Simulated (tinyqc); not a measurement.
# Subthreshold parameters from three currents

Inverse problem. Far below threshold and for Vds well above Vt the virtual-source current tends to I = Cinv n Vt vx0 exp((Vgs - VT0 + dl Vds + al Vt)/(n Vt)) per width, with constant n; the three currents follow this limit. Find n, dl and VT0.

Inputs (values chosen for the exercise): temperature T = 300 K; inversion capacitance Cinv = 2.61 uF/cm^2; velocity at the virtual source vx0 = 1.22e7 cm/s; threshold shift (in units of Vt) from weak to strong inversion al = 3.5.

Constants: q = 1.602176634e-19 C, kB = 1.380649e-23 J/K, Vt = kB T/q. Results are converted to the units shown.

I at (Vgs, Vds) = (-0.2, 0.3), (-0.15, 0.3) and (-0.2, 0.8) V (nA/um): [0.29569062, 1.3398577, 3.0759571]

Solution. The first two currents differ in Vgs alone and give n; the first and third differ in Vds alone and give dl; the size of the first then gives VT0.

n = 1.28
dl = 0.155 V/V
VT0 = 0.360 V

tinyqc, about 0.03 s, one thread, Intel Xeon 2.30GHz (shared host): `OMP_NUM_THREADS=1 python tinyqc.py 2380024 2380025 out.jsonl`
